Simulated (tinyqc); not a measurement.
Carrier lifetime from Shockley-Read-Hall, radiative, Auger and surface recombination: one step, computed by the program tinyqc.

Energies are counted from the top of the valence band. Boltzmann statistics, full ionisation, and equal excess densities of electrons and holes.

Question. Capture times and SRH densities. v = sqrt(3 k_B T/m) with m_e or m_h; tau_n0 = 1/(sigma_n v_n N_t), tau_p0 = 1/(sigma_p v_p N_t); n1 = N_c exp(-(E_g - E_t)/k_B T), p1 = N_v exp(-E_t/k_B T).

Inputs (values chosen for the exercise, with bands modelled on CdTe):

| quantity | value | unit |
|---|---|---|
| gap E_g | 1.5 | eV |
| electron mass m_e | 0.0957 | m_0 |
| hole mass m_h | 0.608 | m_0 |
| temperature T | 250 | K |
| trap level E_t | 0.202 | eV |
| trap density N_t | 1.2e+12 | cm^-3 |
| electron cross-section sigma_n | 1.8e-17 | cm^2 |
| hole cross-section sigma_p | 6.9e-15 | cm^2 |

Doping: n-type. Surface term: two equal surfaces.

N_c = 5.651556e+17 cm^-3

N_v = 9.050144e+18 cm^-3

Constants: k_B = 1.380649e-23 J/K; m_0 = 9.1093837015e-31 kg; k_B = 8.617333262e-05 eV/K.

Give: v_n; v_p; tau_n0; tau_p0; n1; p1.

Answer.

v_n = 3.446e+07 cm/s

v_p = 1.367e+07 cm/s

tau_n0 = 0.001343 s

tau_p0 = 8.833e-06 s

n1 = 3.852e-09 cm^-3

p1 = 7.665e+14 cm^-3
